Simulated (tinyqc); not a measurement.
Random telegraph noise from one oxide trap in a small MOSFET: one step of the calculation.

An acceptor-like trap exchanges electrons with the channel. Inversion charge Q = Cox u, u = n Vt W0(exp((Vg - VT)/(n Vt))), W0 the Lambert function, n = nf, Cox = eps0 eox/tox; linear regime Id = (W/L) mu Q Vd. Relative to threshold the surface potential rises by Vt ln(u/u0) and the oxide voltage by the rest of Vg - VT, with u0 = n Vt W0(1).

Problem. Step height. A = W L; threshold step dV = q (1 - xt/tox)/(Cox A); gm/Id = 1/(u + n Vt); relative step dI/I = (gm/Id) dV + asc mu/A. Id as defined.

Inputs (values chosen for the exercise); values of the order met in silicon transistors:
- T = 300 K (temperature)
- eox = 3.9 (relative permittivity of the gate insulator (close to silicon dioxide))
- tox = 1.5 nm (insulator thickness)
- xt = 0.14 nm (depth of the trap from the channel interface)
- nf = 1.18 (body factor)
- W = 69 nm (gate width)
- L = 160 nm (gate length)
- mu = 250 cm^2/(V s) (mobility)
- asc = 1.4e-15 V s (scattering coefficient of the charged trap)
- Vd = 0.05 V (drain voltage)

Constants: q = 1.602176634e-19 C, kB = 1.380649e-23 J/K, Vt = kB T/q, eps0 = 8.8541878128e-14 F/cm where lengths are in cm. Results are converted to the units shown.

u = 0.66594278 V
N = 9.5686044e12 cm^-2

Wanted: electrons in the channel N A; dV; gm/Id; number part of dI/I; dI/I; Id; dI.

Solution.

electrons in the channel N A = 1056
dV = 0.5716 mV
gm/Id = 1.436 1/V
number part of dI/I = 0.08207 %
dI/I = 0.3991 %
Id = 8.264 uA
dI = 32.98 nA

Range of the model: VT is taken as given; short-channel effects and the uneven flow of current among few electrons are left out.

Numbers from tinyqc (`OMP_NUM_THREADS=1 python tinyqc.py 2710082 2710083 out.jsonl`; about 0.01 s on one thread of a shared Intel Xeon 2.30GHz).
